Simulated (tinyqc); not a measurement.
Resistance of a source-drain extension with a graded tip: one step of the calculation.

y runs along the channel, the gate covers y > 0. The doping is N0 for y < y0 and N0 10^(-(y - y0)/la) beyond, uniform over the depth xj. Sheet conductance s(y) = q mu(N) max(N - Nch, 0) xj + (for y > 0) ma Cox Vo, with mu(N) = u0 + (u1 - u0)/(1 + (N/Nr)^au) and Cox = eps0 eox/tox. Current is taken as one-dimensional; depletion of the tip, spreading and the contact are left out. The metallurgical junction lies at yj, where N = Nch.

Question. Sheet resistances and junction position. yj = y0 + la log10(N0/Nch); sheet resistance of the full extension 1/[q mu(N0)(N0 - Nch) xj] and of the gate-induced layer 1/(ma Cox Vo); metallurgical length Lg - 2 yj; ye is where the doped and the gate-induced conductances are equal.

Values chosen for this exercise; mobility law close to that of holes in silicon:
- eox = 3.9 (relative permittivity of the gate insulator (close to silicon dioxide))
- tox = 3 nm (insulator thickness)
- N0 = 2.8e20 cm^-3 (active doping of the extension far from the gate)
- la = 5.8 nm/decade (lateral abruptness)
- y0 = -0.2 nm (position under the gate where the fall begins (gate edge at 0))
- xj = 9 nm (depth of the extension)
- Nch = 8.2e17 cm^-3 (channel doping)
- Vo = 0.84 V (gate overdrive)
- ma = 76 cm^2/(V s) (mobility of the gate-induced layer)
- u1 = 470.5 cm^2/(V s) (mobility at low doping)
- u0 = 44.9 cm^2/(V s) (mobility at high doping)
- Nr = 2.23e17 cm^-3 (reference doping)
- au = 0.719 (exponent)
- Lg = 50 nm (gate length)

Constants: q = 1.602176634e-19 C, eps0 = 8.8541878128e-14 F/cm where lengths are in cm. Results are converted to the units shown.

Wanted: yj; sheet resistance of the extension; sheet resistance of the induced layer; metallurgical length; ye; N at ye.

Answer.

yj = 14.493 nm
sheet resistance of the extension = 524.04 ohm/square
sheet resistance of the induced layer = 13609 ohm/square
metallurgical length = 21.013 nm
ye = 8.9214 nm
N at ye = 7.4905e18 cm^-3

The gate takes over 5.57 nm before the junction, where N is still 9.13 times the channel doping.

tinyqc, about 0.03 s, one thread, Intel Xeon 2.30GHz (shared host): `OMP_NUM_THREADS=1 python tinyqc.py 2282243 2282244 out.jsonl`
